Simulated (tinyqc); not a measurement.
Changing the impurity potential U: Koster-Slater impurity in a tight-binding band, by Green functions and by supercells. Computed by tinyqc, a small Python program. Command: `OMP_NUM_THREADS=1 python tinyqc.py 3028448 3028449 out.jsonl kosterslater sweep`. One thread of a shared host (Intel(R) Xeon(R) Processor @ 2.30GHz), about 0.04 s of CPU time with the checks.

One orbital per site, e(k) = -2 t sum cos(k_i) over 1 direction(s), band from -2 t to 2 t, lattice constant 1. One site has the extra energy U. Spin is left out.

Inputs (values chosen for the exercise, for a model band):

| quantity | value | unit |
|---|---|---|
| hopping t | 0.72 | eV |
| supercell edge N | 4 | sites |
| energy inside the band E | -1.28 | eV |
| broadening eta | 0.11 | eV |
| impurity concentration c | 0.0007 | per site |

Lattice: chain.

Constants: hbar = 6.582119569e-16 eV s.

Method:
- Outside the band G0(E) = sign(E)/sqrt(E^2 - 4 t^2).
- A bound state solves 1/U = G0(E).
- Bisection in ln(distance from the edge) between 1e-5 t and |U| + t. Weight on the impurity site: -1/(U^2 dG0/dE), by a central difference with step min(1e-4 t, distance/30). Decay length along an axis: 1/arccosh(1 + distance/(2 t)).
- Inside the band G0(z), z = E + i eta, comes from the chain form 1/(sqrt(y - 2t) sqrt(y + 2t)) (principal roots) at y = z.
- T = U/(1 - U G0); phase shift delta = -arg(1 - U G0) in (-pi, pi]; host density of states -Im G0/pi; on the impurity -Im[G0/(1 - U G0)]/pi; lifetime of a band state hbar/(-2 c Im T).
- In a periodic cell of N sites along each direction with Bloch vector K, the level solves 1/U = N^-d sum_k 1/(E - e(k)), k_i = (2 pi m_i + K_i)/N, m_i = 0..N-1; the outermost root on the side of U is taken (bisection). d is the number of directions. Gamma means K_i = 0, the zone corner K_i = pi, the quarter point K_i = pi/2.
- The error is measured against the isolated level E_b.

One run for each value:

| impurity potential U (eV) | distance from the band edge (eV) | weight on the impurity site | decay length (sites) | scattering lifetime (fs) | width between Gamma and the corner (eV) |
|---|---|---|---|---|---|
| -14.400 | 1.3032e+01 | 0.99504 | 0.3335 | 655.9 | 3.5466e-04 |
| -8.520 | 7.2008e+00 | 0.98602 | 0.4036 | 646.1 | 1.6660e-03 |
| -5.040 | 3.8017e+00 | 0.96152 | 0.5087 | 633.2 | 7.4585e-03 |
| -2.980 | 1.8697e+00 | 0.90039 | 0.6783 | 622.1 | 2.9501e-02 |
| -1.760 | 8.3403e-01 | 0.77396 | 0.9708 | 633.7 | 8.9404e-02 |
| -1.040 | 3.3629e-01 | 0.58549 | 1.4908 | 741.1 | 1.8336e-01 |
| -0.617 | 1.2662e-01 | 0.39384 | 2.4019 | 1167.8 | 2.6995e-01 |
| -0.365 | 4.5539e-02 | 0.24570 | 3.9867 | 2600.0 | 3.3021e-01 |
| -0.216 | 1.6110e-02 | 0.14834 | 6.6915 | 7042.0 | 3.6742e-01 |

Over the rows, distance from the band edge (eV) falls from 13.0 to 0.0161; weight on the impurity site falls from 0.995 to 0.148; decay length (sites) rises from 0.334 to 6.69. On a chain |E_b| = sqrt(U^2 + 4 t^2), bound by U^2/(4t) when U is small. For large |U| the scattering lifetime tends to that of a site cut out of the lattice, T = -1/G0. The supercell width shrinks as the state tightens.
